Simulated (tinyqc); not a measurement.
# Changing the transverse mass m_t

Model: donor in an ellipsoidal valley (Kohn-Luttinger variational method). Computed by tinyqc, a small Python program. Command: `OMP_NUM_THREADS=1 python tinyqc.py 3009363 3009364 out.jsonl kohnlutt sweep`. One thread of a shared host (Intel(R) Xeon(R) Processor @ 2.30GHz), about 0.1 s of CPU time with the checks.

H = -(d^2/dx^2 + d^2/dy^2) - gamma d^2/dz^2 - 2/r in units built on m_t, with gamma = m_t/m_l and z along the valley axis. One valley; no valley-orbit or central-cell term.

Inputs (values chosen for the exercise, modelled on germanium): longitudinal mass m_l = 1.62 m_0; dielectric constant eps = 15.3.

Constants: Ry = 13.605693123 eV; a_0 = 0.529177210903 angstrom.

Method:
- Ry* = Ry m_t/eps^2, a* = a_0 eps/m_t, gamma = m_t/m_l.
- Trial function exp(-sqrt((x^2 + y^2)/a^2 + z^2/b^2)) with beta = b/a < 1: E = t/a^2 - u/a, t = (2 + gamma/beta^2)/3, u = 2 arcsin(sqrt(1 - beta^2))/sqrt(1 - beta^2); the best a is 2 t/u and E(beta) = -u^2/(4 t).
- Golden-section search on beta from 0.05 to 0.999, 60 steps.
- Gaussian basis: g = P exp(-al (x^2 + y^2) - be z^2) with P = 1 (s-like), z (2p0) or x (2p+-); al = 0.004 x 2.6^k, k = 0..11, and be/al = 1, gamma^(-1/2) or 1/gamma (36 functions); 1/r = (2/sqrt(pi)) int exp(-t^2 r^2) dt by 48 Gauss-Legendre points after t = sqrt(al_i + al_j) tan(theta); overlap eigenvalues below 1e-10 are dropped.

One run for each value; columns: (1) transverse mass m_t (m_0); (2) 1s binding energy, trial function (meV); (3) 2p0 binding energy (meV); (4) 2p+- binding energy (meV); (5) radius a of the 1s trial function (angstrom); (6) radius b of the 1s trial function (angstrom):
```
(1)       (2)     (3)     (4)     (5)     (6)
0.054   6.998   3.675   1.189  89.007  27.184
0.085  10.239   4.975   1.814  59.327  21.169
0.130  14.504   6.512   2.679  40.791  16.848
0.210  21.265   8.670   4.133  26.905  13.118
0.320  29.470  10.972   6.007  18.784  10.603
0.510  41.809  13.988   9.010  12.712   8.446
0.800  57.917  17.372  13.204   8.784   6.838
1.200  76.865  20.795  18.468   6.338   5.695
```

Describe the trends.

Over the rows, 1s binding energy, trial function (meV) rises from 7.00 to 76.9 (exponent d ln y / d ln x 0.84 between the first rows and 0.70 between the last); 2p0 binding energy (meV) rises from 3.67 to 20.8 (exponent d ln y / d ln x 0.67 between the first rows and 0.44 between the last); 2p+- binding energy (meV) rises from 1.19 to 18.5 (exponent d ln y / d ln x 0.93 between the first rows and 0.83 between the last).

Caution (rows 0.800, 1.20): a* is only a few bond lengths, so central-cell and valley-orbit terms are large. Caution (rows 1.20): the short radius is only a few bond lengths, so the envelope approximation is rough.

Extremes, crossings and ranges named in words are read from the listed rows.
